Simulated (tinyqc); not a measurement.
# Junction parameters from two forward currents

Question. D(v) = J1 (exp(v/Vt) - 1) + J2 (exp(v/(2 Vt)) - 1). Find J1, J2 and the voltage 2 Vt ln(J2/J1) near which both parts are equal.

Parameters, values chosen for the exercise:
```
symbol  value  unit      meaning
T         358     K  temperature
```

Constants: q = 1.602176634e-19 C, kB = 1.380649e-23 J/K, Vt = kB T/q. Results are converted to the units shown.

junction voltages (V): [0.28, 0.62]
currents (uA/um): [1.7036697e-7, 2.7688705e-4]

Answer. The current is linear in J1 and J2, so two points give two equations.

J1 = 4.40e-13 uA/um
J2 = 1.80e-9 uA/um
crossover = 0.513 V

Numbers from tinyqc (`OMP_NUM_THREADS=1 python tinyqc.py 2182240 2182241 out.jsonl`; about 0.2 s on one thread of a shared Intel Xeon 2.30GHz).
